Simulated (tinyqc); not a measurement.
Time-dependent dielectric breakdown: cell percolation, Weibull statistics, area scaling and voltage extrapolation: one step, computed by the program tinyqc. Command: `OMP_NUM_THREADS=1 python tinyqc.py 3007562 3007563 out.jsonl tddb walk`. One thread of a shared host (Intel(R) Xeon(R) Processor @ 2.30GHz), about 0.01 s of CPU time with the checks.

The oxide is divided into columns of area a^2, each holding m = t_ox/a cells (m is taken as continuous). A share lambda(t) = (t/t_1)^alpha of the cells is defective, and a column whose cells are all defective breaks down.

Question. A sample of breakdown times. Each device fails at t = t63 (-ln(1 - u))^(1/beta). Sort the times; median rank F_i = (i - 0.3)/(n_s + 0.4) for n_s devices; W = ln(-ln(1 - F_i)).

characteristic life t63 = 10475.50 s

uniform random numbers u: 0.4740  0.5071  0.9207  0.7048  0.8118  0.7096  0.8161  0.9600  0.8651  0.1283

Weibull slope beta = 2.475

Give: Weibull plot.

Answer.

Weibull plot:
```
i   t (s)     F_i   ln t       W
1    4696  0.0673  8.455  -2.664
2    8761  0.1635  9.078  -1.723
3    9108  0.2596  9.117  -1.202
4   11352  0.3558  9.337  -0.822
5   11414  0.4519  9.343  -0.509
6   12888  0.5481  9.464  -0.230
7   12960  0.6442  9.470   0.033
8   13870  0.7404  9.538   0.299
9   15253  0.8365  9.633   0.594
10  16800  0.9327  9.729   0.993
```

Caution: t_1 is an input here; in a real oxide it changes with thickness at fixed voltage.
